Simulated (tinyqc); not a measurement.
Elastic strain and critical thickness of a cubic alloy layer A(1-x)B(x) on a thick substrate: one step, computed by the program tinyqc.

Strain is positive in tension. The layer is coherent with the substrate unless said otherwise.

Question. Alloy by Vegard's rule, and misfit. a = (1 - x) a_A + x a_B, the same rule for each C_ij; misfit f = (a_S - a)/a, the in-plane strain of the coherent layer.

Inputs (values chosen for the exercise, modelled on GaAs(1-x)P(x) on GaAs):
```
quantity,value,unit
fraction x of B,0.63,-
lattice constant a_A,5.653,angstrom
lattice constant a_B,5.451,angstrom
substrate lattice constant a_S,5.653,angstrom
```

C11, C12, C44 of A (GPa): [120.6, 54.06, 58.24]

C11, C12, C44 of B (GPa): [137.8, 62.09, 69.87]

Give: free lattice constant a; elastic constants; misfit f.

Answer.

free lattice constant a = 5.52574 angstrom

elastic constants (GPa): C11 131.4360, C12 59.1189, C44 65.5669

misfit f = 0.02303

The layer is stretched in the plane by 2.30 %.
